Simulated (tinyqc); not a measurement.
Inside a calculation. Model: sputter depth profiling of a dopant layer: erosion rate, quantification and the mixing-roughness response. Computed by tinyqc, a small Python program that keeps every step. Command: `OMP_NUM_THREADS=1 python tinyqc.py 3029212 3029213 out.jsonl sims walk`. One thread of a shared host (Intel(R) Xeon(R) Processor @ 2.30GHz), about 0.04 s of CPU time with the checks. Intermediate numbers are printed to about 6 digits and carried at full precision; extremes and crossings named in words are read from the listed rows.

A rastered ion beam erodes silicon (49.94 atoms per nm^3). The measured profile is the true one convolved with a depth response.

Inputs (values chosen for the exercise, modelled on a dopant in silicon under an oxygen or caesium beam):

| quantity | value | unit |
|---|---|---|
| beam energy E | 3 | keV |
| beam current | 54 | nA |
| raster side | 300 | um |
| sputter yield at 1 keV | 0.95 | - |
| mixing length at 1 keV | 1.7 | nm |
| roughness sigma | 0.58 | nm |
| depth of the top edge z0 | 45 | nm |
| box width b | 14 | nm |
| box concentration C | 1.6e+19 | 1/cm^3 |
| relative sensitivity factor RSF | 4.1e+21 | 1/cm^3 |
| matrix count rate | 2.6e+06 | 1/s |
| background count rate | 2.6 | 1/s |
| counting time per point | 0.5 | s |
| level that defines the junction C_B | 2e+16 | 1/cm^3 |

True profile: box.

Constants: e = 1.602176634e-19 C.

## Erosion and sensitivity

Scaling chosen for the exercise: yield Y = Y1 E^0.5, mixing length w = w1 E^0.5 (E in keV). Erosion rate = Y I/(e x raster^2 x density); depth step = rate x counting time; concentration = RSF x counts/matrix counts; detection limit = RSF x 3 sqrt(background x time)/(matrix rate x time).

yield Y = 1.64545

mixing length w = 2.94449 nm

erosion rate = 0.123389 nm/s

depth step = 0.0616945 nm

detection limit = 1.07878e+16 1/cm^3

Caution: with so few background counts Poisson statistics, not 3 sqrt(N), set the true limit.

## Measured shape

Mixing alone turns a layer at z0 into (1/w) exp(-(z - z0 + w)/w) for z > z0 - w; roughness adds a Gaussian of width sigma. With x = z - z0 + w: g(x) = (1/(2w)) exp(sigma^2/(2 w^2) - x/w) erfc((sigma/w - x/sigma)/sqrt2), and its integral G(x) = (1/2) erfc(-x/(sigma sqrt2)) - w g(x). Measured: C [G(x) - G(x - b)]. Find the maximum, the full width at half maximum and the deep point where the profile falls to C_B; far down, the trailing edge decays by w ln(10) per decade.

depth of the maximum = 54.7883 nm

peak concentration = 1.57688e+19 1/cm^3

full width at half maximum = 14.0596 nm

apparent junction depth = 75.7699 nm

trailing slope = 6.77993 nm/decade

The true deep edge lies at 59 nm, so the junction appears 16.8 nm too deep. The peak reaches 98.6 % of the true concentration.

## Moments

Convolution adds means and variances: the response has mean 0 (shift -w plus exponential mean w) and variance w^2 + sigma^2; a box adds the mean b/2 and the variance b^2/12.

centroid = 52 nm

standard deviation = 5.03386 nm

maximum minus centroid = 2.78825 nm

The centroid stays at the true position while the maximum lies deeper, so depth is read from the centroid.

## Points of the profile

Counts = concentration x matrix rate x time/RSF + background x time; relative noise 1/sqrt(counts). Depths are z0 - w + k (w + sigma), k = -0.5, 0, 0.5, 1, 2, 3, 5, 8, 12.

Profile:

| k | z (nm) | measured (1/cm^3) | counts | relative noise |
|---|---|---|---|---|
| -0.5 | 40.2933 | 9.99081e+14 | 1.61678e+00 | 0.786456 |
| 0.0 | 42.0555 | 1.11700e+18 | 3.55470e+02 | 0.053039 |
| 0.5 | 43.8178 | 7.03457e+18 | 2.23177e+03 | 0.021168 |
| 1.0 | 45.5800 | 1.10716e+19 | 3.51181e+03 | 0.016875 |
| 2.0 | 49.1045 | 1.45111e+19 | 4.60238e+03 | 0.014740 |
| 3.0 | 52.6290 | 1.55502e+19 | 4.93185e+03 | 0.014240 |
| 5.0 | 59.6779 | 4.72609e+18 | 1.49982e+03 | 0.025821 |
| 8.0 | 70.2514 | 1.30310e+17 | 4.26179e+01 | 0.153181 |
| 12.0 | 84.3494 | 1.08546e+15 | 1.64417e+00 | 0.779878 |

## Beam energy: resolution against speed

Width = full width at half maximum; the apparent junction is the deep point where the profile falls to C_B; time to profile to twice z0 = 2 z0/erosion rate, at fixed current.

Measured values:

| E (keV) | w (nm) | peak (1/cm^3) | width (nm) | apparent junction (nm) | time (min) |
|---|---|---|---|---|---|
| 0.15 | 0.65841 | 1.59993e+19 | 14.0001 | 62.9983 | 54.3663 |
| 0.25 | 0.85000 | 1.59994e+19 | 14.0001 | 64.0298 | 42.1119 |
| 0.50 | 1.20208 | 1.59989e+19 | 14.0002 | 65.9733 | 29.7776 |
| 1.00 | 1.70000 | 1.59857e+19 | 14.0027 | 68.7623 | 21.0560 |
| 2.00 | 2.40416 | 1.59037e+19 | 14.0219 | 72.7296 | 14.8888 |
| 4.00 | 3.40000 | 1.56064e+19 | 14.1115 | 78.3213 | 10.5280 |
| 8.00 | 4.80833 | 1.48956e+19 | 14.3959 | 86.0996 | 7.4444 |

From the highest to the lowest energy the width goes from 14.4 to 14.0 nm, towards the floor set by roughness and the box width 14 nm, and the junction error from 27.1 to 4.00 nm, at 7.3 times the time. Extrapolating the tail slope to zero energy separates mixing from real diffusion. Caution: the surface transient, segregation under the beam and the growth of roughness with depth are left out, and real yields fall faster near the sputter threshold.

Checks made by the program: dose under the measured profile (relative difference below 1e-10).
